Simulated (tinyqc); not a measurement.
Conductivity against temperature: Debye-Callaway model of lattice thermal conductivity. Computed by tinyqc, a small Python program. Command: `OMP_NUM_THREADS=1 python tinyqc.py 3024047 3024048 out.jsonl callaway walk`. One thread of a shared host (Intel(R) Xeon(R) Processor @ 2.30GHz), about 0.01 s of CPU time with the checks.

Three acoustic branches with one velocity v, cut at omega_D = k_B Theta/hbar; x = hbar omega/(k_B T). v and Theta are separate inputs: Theta cuts off the heat-carrying modes, so C need not reach 3 k_B/V. gamma is an effective value that sets the umklapp rate.

Inputs (values chosen for the exercise, modelled on indium phosphide): sound velocity v = 3520 m/s; Debye temperature Theta = 327 K; volume per atom V = 25.3 angstrom^3; mean atomic mass M = 72.9 u; effective Grueneisen parameter gamma = 1.56; umklapp exponent divisor b = 3; vacancy fraction n_v = 0.00077; Casimir length L = 80 micrometre; normal-process factor f_N = 0.82.

Sample: crystal. Point defects: vacancies. Normal processes: included.

Constants: k_B = 1.380649e-23 J/K; hbar = 1.054571817e-34 J s; u = 1.6605390666e-27 kg.

Method:
- A vacancy counts as a mass defect Delta M/M = -3 (the missing mass and twice its bonds), so Gamma = 9 n_v. A = V Gamma/(4 pi v^3).
- Rates: point defects A omega^4; umklapp B omega^2 T exp(-Theta/(b T)) with B = hbar gamma^2/(M v^2 Theta); normal processes f_N B omega^2 T (T/Theta)^2. Boundaries: v/L.
- kappa_1 = c int tau_C g dx, g = x^4 e^x/(e^x - 1)^2, c = (k_B/(2 pi^2 v)) (k_B T/hbar)^3, over 0 < x < min(Theta/T, 40), by 96 Gauss-Legendre points in s with x = x_max s^2; 1/tau_C = 1/tau_R + 1/tau_N; kappa_2 = c [int (tau_C/tau_N) g dx]^2 / int (tau_C/(tau_N tau_R)) g dx; kappa = kappa_1 + kappa_2.
- The boundary limit is C v^2/(3 x boundary rate), with C = 3 c int g dx / v^2.

Rayleigh coefficient A = 3.19901e-43 s^3

Kappa (W/(m K)):
```
T (K)  all processes  without point defects  boundary limit
3.3           7.8018                 9.4600          9.4600
6.5           32.490                 72.292          72.292
11            66.856                 350.24          350.37
20            109.11                 1790.2          2105.3
33            131.27                 1899.8          9188.8
56            120.12                 829.64           33084
98            81.821                 330.04           71713
160           51.673                 151.75           96703
260           30.274                 71.777      1.0928e+05
430           16.220                 33.854      1.1477e+05
```

What does the comparison show, and why?

kappa peaks among these rows at 33 K (T/Theta = 0.101) with 131 W/(m K). The exponent d ln kappa/d ln T is 2.10 at the cold end and -1.24 at the hot end. The normal rate is taken to grow as T^3 at all T, which overstates it above Theta. Point defects cost most at 20 K, a factor 16.4.

Extremes, crossings and ranges named in words are read from the listed rows.
